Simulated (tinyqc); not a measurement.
Inside a calculation: bond unit of a tetrahedral oxide and its oxygen vacancy in tight binding. Values are carried at full precision from step to step, so a last printed digit may differ when a step is redone from the rounded ones.

Two sp3 hybrids h1, h2 at eh = (es + 3 ep)/4 point at one oxygen with orbitals s, px, py, pz; x joins the two cations, z bisects the angle phi, and th = (180 - phi)/2. With u = hbar^2/(m d^2) = 2c/d^2, c = hbar^2/2m0: Vhs = -(1.32 + sqrt3 x 1.42) u/2 and Vhp = (1.42 + sqrt3 x 2.22) u/2. <h|s> = Vhs for both; <h1|px> = Vhp cos(th), <h2|px> = -Vhp cos(th); <h|pz> = Vhp sin(th) for both; py is a lone pair. The unit holds 8 electrons. Coupling between units, which widens the levels into bands, is left out.

Constants: hbar^2/2m0 = 3.80998211 eV angstrom^2.

Inputs chosen for the exercise (near tabulated values for SiO2; the results hold for these values, not for the real material):
- es = -14.7 eV (s level of the cation)
- ep = -7.62 eV (p level of the cation)
- eos = -33.51 eV (s level of oxygen)
- eop = -16.51 eV (p level of oxygen)
- d = 1.61 angstrom (cation-oxygen distance)
- phi = 161 degrees (bond angle at oxygen)
- R = 2.31 angstrom (cation-cation distance across the vacancy)

## Level and couplings

Form eh, u, Vhs, Vhp and th.

eh (hybrid level) = -9.3900 eV
u = 2.9397 eV

Vhs, Vhp (eV): -5.5553  7.7390

th = 9.5 degrees

## The matrix

Fill it in.

H (eV):
```
         h1       h2         s        px        py        pz
h1  -9.3900        0   -5.5553    7.6328         0    1.2773
h2        0  -9.3900   -5.5553   -7.6328         0    1.2773
s   -5.5553  -5.5553  -33.5100         0         0         0
px   7.6328  -7.6328         0  -16.5100         0         0
py        0        0         0         0  -16.5100         0
pz   1.2773   1.2773         0         0         0  -16.5100
```

## Levels, weights and charge

Diagonalise; the four lowest levels are filled. The excess of electrons on oxygen is twice the oxygen weight of the filled levels less 6.

levels (eV): -35.8570  -24.3163  -16.8037  -16.5100  -6.7492  -1.5837

weights:
```
    level 1  level 2  level 3  level 4  level 5  level 6
h1    0.041    0.172    0.013    0.000    0.446    0.328
h2    0.041    0.172    0.013    0.000    0.446    0.328
s     0.917    0.000    0.006    0.000    0.077    0.000
px    0.000    0.657    0.000    0.000    0.000    0.343
py    0.000    0.000    0.000    1.000    0.000    0.000
pz    0.001    0.000    0.969    0.000    0.031    0.000
```

highest filled to lowest empty = 9.7608 eV
excess electrons on oxygen = 1.098

The highest filled level is the py orbital of oxygen (100 %) and the lowest empty one is 89 % cation hybrid, even under exchange of the two cations. The spacing is that of an isolated unit and exceeds the gap of the solid.

## The odd block in closed form

The combination (h1 - h2)/sqrt2 couples to px alone, with W2 = sqrt2 Vhp cos(th); W3 = (eh - eop)/2; levels (eh + eop)/2 -/+ sqrt(W2^2 + W3^2); polarity W3/sqrt(W2^2 + W3^2).

W2, W3 (eV): 10.7944  3.5600

levels of the odd block (eV): -24.3163  -1.5837

polarity = 0.3132

## The neutral oxygen vacancy

Without the oxygen the two hybrids face each other at distance R and couple by -V2, V2 = 3.22 x 2c/R^2, c = hbar^2/2m0: a bond at eh - V2 with two electrons and an antibond at eh + V2. Levels are measured from eop, the lone-pair level that stands for the top of the valence band.

Form V2 and the two levels above eop. R is a chosen distance; in real silica the neutral vacancy relaxes to about 2.5 angstrom.

V2 = 4.5982 eV

levels above eop (eV): bond 2.5218, lone hybrid 7.1200, antibond 11.7182

bond-antibond splitting = 9.1963 eV

The filled bond lies 2.52 eV above the lone pairs, so it can trap a hole; the antibond lies above the lowest empty level of the intact unit (9.76 eV). A lone hybrid, as in a dangling bond, sits at 7.12 eV.

## Checks

- Levels of the odd block against the full matrix: they agree to 1e-10 or better.

Program tinyqc; command `OMP_NUM_THREADS=1 python tinyqc.py 1480795 1480796 out.jsonl`; about 0.01 s on one thread of a shared Intel(R) Xeon(R) Processor @ 2.30GHz.
